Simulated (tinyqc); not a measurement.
Carrier statistics of a doped semiconductor with parabolic bands: one step. Effective densities of states. Two cases, with inputs chosen for the exercise.

Problem. m_de = Mv^(2/3) (ml mt^2)^(1/3); m_dh = (mhh^(3/2) + mlh^(3/2))^(2/3); N = 2 (m kB T/(4 pi c))^(3/2) with c = hbar^2/2m0, in 1/angstrom^3; times 1e24 for 1/cm^3.

Constants: hbar^2/2m0 = 3.80998211 eV angstrom^2.

Give: m_de; m_dh; Nc; Nv.

Case 1.

Values chosen (near those of Si; the results hold for these values, not for the real material): ml = 0.935 m0 (longitudinal electron mass); mt = 0.184 m0 (transverse electron mass); Mv = 6 (equivalent valleys); mhh = 0.533 m0 (heavy-hole mass); mlh = 0.155 m0 (light-hole mass).

kT = 0.02585200 eV

Solution.

m_de = 1.0445 m0
m_dh = 0.5874 m0
Nc = 2.6788e+19 1/cm^3
Nv = 1.1296e+19 1/cm^3

The light holes supply 13.6 % of Nv, and Nc/Nv = 2.37.

Case 2.

Values chosen (near those of SiC; the results hold for these values, not for the real material): ml = 0.329 m0 (longitudinal electron mass); mt = 0.443 m0 (transverse electron mass); Mv = 3 (equivalent valleys); mhh = 0.947 m0 (heavy-hole mass); mlh = 0.446 m0 (light-hole mass).

kT = 0.01292600 eV

Solution.

m_de = 0.8345 m0
m_dh = 1.1414 m0
Nc = 6.7632e+18 1/cm^3
Nv = 1.0819e+19 1/cm^3

The light holes supply 24.4 % of Nv, and Nc/Nv = 0.625.

Computed by tinyqc, one run a case: `OMP_NUM_THREADS=1 python tinyqc.py N N+1 out.jsonl` with N = 1650049, 1650159; one thread of a shared Intel(R) Xeon(R) Processor @ 2.30GHz, about 0.01 s a run at most.
